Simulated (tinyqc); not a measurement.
From dose to size d_s back to pattern density around the test line: electron-beam lithography: double-Gaussian proximity function, edge placement and dose correction for parallel lines. Computed by tinyqc, a small Python program. Command: `OMP_NUM_THREADS=1 python tinyqc.py 3113966 3113967 out.jsonl proximity inv`. One thread of a shared host (Intel(R) Xeon(R) Processor @ 2.30GHz), about 0.01 s of CPU time with the checks.

Lines are infinitely long. Absorbed energy is counted so that the middle of a very large area written at dose 1 receives 1; the resist develops where it exceeds 1/2.

Inputs (values chosen for the exercise, of the order of those for 10 keV electrons in resist on silicon):
```
quantity                value               unit
forward range alpha      0.01         micrometre
backscatter ratio eta    0.94                  -
base dose D0              220  microcoulomb/cm^2
width of the test line   0.14         micrometre
```

Method. A test line of width w << beta in surroundings of density rho, all at dose d: near its edge E(x) = d [S + eta rho]/(1 + eta), S = [erf((b - x)/alpha) - erf((a - x)/alpha)]/2 for edges a and b, the second term being the background energy. Dose to size d_s = (1 + eta)/(erf(w/alpha) + 2 eta rho), dose = d_s D0; edge slope d [1 - exp(-w^2/alpha^2)]/(sqrt(pi) alpha (1 + eta)); width change per 1 % of dose = 2 x 0.01 x (1/2)/slope.

Task: A run gave the result below. Find the pattern density around the test line, known to lie between 0.11 and 0.26.

dose to size d_s = 1.526242

Result:

Each step takes the trial c = (a f_b - b f_a)/(f_b - f_a), f being the result less the target and a, b, c the logarithms of the listed values; c replaces end b, the old b replaces a if the sign of f changed, and otherwise f_a is halved.

Scan of the range:
```
pattern density around the test line  dose to size d_s
0.110                                          1.60756
0.127                                          1.56608
0.147                                          1.51995
0.169                                          1.47224
0.195                                          1.41958
0.225                                          1.36332
0.260                                          1.30306
```

False position (Illinois rule, in the logarithm of the input) inside the bracket:
```
step     end a     end b     trial  dose to size d_s
1     0.127000  0.147000  0.144096           1.52648
2     0.147000  0.144096  0.144199           1.52624
3     0.147000  0.144199  0.144201           1.52624
4     0.144199  0.144201  0.144200           1.52624
```

Dose to size d_s falls at every point of a 13-point scan of the range (every second point is shown), so one value fits; it is bracketed by 0.127 and 0.147. Answer: pattern density around the test line = 0.1442.
